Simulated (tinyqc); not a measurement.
Finite line against the semi-infinite law: electromigration in a confined line: Blech product, Korhonen stress evolution and Black's law. Computed by tinyqc, a small Python program. Command: `OMP_NUM_THREADS=1 python tinyqc.py 3015138 3015139 out.jsonl emigr walk`. One thread of a shared host (Intel(R) Xeon(R) Processor @ 2.30GHz), about 0.01 s of CPU time with the checks.

The electron wind pushes atoms from the cathode (x = 0) to the anode (x = L); blocking ends build a back stress (tension positive). The input rho is taken not to change with temperature. d sigma/dt = d/dx [kappa (d sigma/dx + G)], with zero flux at both ends and sigma = sigma_0 at t = 0.

Inputs (values chosen for the exercise, close to those used for copper lines):
```
quantity                      value          unit
resistivity rho                2.87  micro-ohm cm
atomic volume Omega            11.8    angstrom^3
effective charge number Z*      1.1             -
prefactor D0                5.3e-08         m^2/s
activation energy E           0.879            eV
effective modulus B              23           GPa
critical stress sigma_c         180           MPa
initial stress sigma_0           24           MPa
current density j               5.5       MA/cm^2
line length L                   130            um
test temperature T              350             C
```

Start: thermal stress.

Constants: e = 1.602176634e-19 C; k_B = 8.617333262e-05 eV/K; k_B = 1.380649e-23 J/K.

Method:
- G = Z* e rho j/Omega; D = D0 exp(-E/(k_B T)); kappa = D B Omega/(k_B T); drift velocity of an unconfined line v = D Z* e rho j/(k_B T). SI: 1 micro-ohm cm = 1e-8 ohm m, 1 MA/cm^2 = 1e10 A/m^2.
- Temperatures in kelvin are T(C) + 273.15.
- At steady state sigma(x) = sigma_0 + G (L/2 - x). A void forms only if the cathode stress reaches sigma_c, that is if j L exceeds (j L)_c = 2 Omega (sigma_c - sigma_0)/(Z* e rho). Time scale tau = L^2/kappa.
- sigma(x, t) = sigma_0 + G L [1/2 - x/L - 4 sum_(m odd) cos(m pi x/L) exp(-m^2 pi^2 s)/(m pi)^2], s = t/tau, summed to m = 399.
- Semi-infinite line: sigma(0, t) = sigma_0 + 2 G L sqrt(s/pi). One-term form: keep m = 1 alone.

tau = 36.0879 h

stress gradient G = 23.5758 MPa/um

Cathode stress (MPa):
```
s           t (h)  full series  semi-infinite  one term
0.002  7.2176e-02        178.7          178.7     338.6
0.005  1.8044e-01        268.5          268.5     374.1
0.01   3.6088e-01        369.8          369.8     431.0
0.02   7.2176e-01        513.1          513.1     536.8
0.05   1.8044e+00        796.5          797.3     798.1
0.1    3.6088e+00       1093.5         1117.6    1093.5
0.2    7.2176e+00       1383.9         1570.6    1383.9
0.4    1.4435e+01       1532.5         2211.2    1532.5
0.8    2.8870e+01       1556.0         3117.2    1556.0
```

What does the comparison show, and why?

Among these rows the semi-infinite law holds to 1 % up to s = 0.05 and the one-term form from s = 0.05 on: the far end is felt once sqrt(kappa t) is no longer small against L, and by then the terms with m > 1 have nearly died out. The critical stress 180 MPa is passed between s = 0.002 and 0.005. Caution: rows beyond sigma_c are formal, since a void ends the model there.
